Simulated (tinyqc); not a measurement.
Ion implantation: universal nuclear stopping, Lindhard-Scharff electronic stopping and a Gaussian range profile: one step, computed by the program tinyqc.

An ion slows by elastic collisions with screened nuclei and by friction with electrons; channelling is ignored and the target is uniform.

Task: Gaussian profile. C(x) = C_p exp(-(x - R_p)^2/(2 dR_p^2)) with C_p = Q/(sqrt(2 pi) dR_p), 1 nm = 1e-7 cm; the profile falls to the background at x_j = R_p + dR_p sqrt(2 ln(C_p/C_B)); the peak atomic fraction is C_p/N.

Inputs (values chosen for the exercise, modelled on arsenic ions in diamond): target density N = 176.3 1/nm^3; dose Q = 6.2e+12 1/cm^2; background C_B = 5.7e+16 1/cm^3.

straggle dR_p = 1.057038 nm

projected range R_p = 4.596729 nm

Give: peak concentration C_p; depth x_j where C falls to C_B; peak atomic fraction.

Result:

peak concentration C_p = 2.340e+19 1/cm^3

Depth x_j where C falls to C_B = 8.264 nm

peak atomic fraction = 1.327e-04
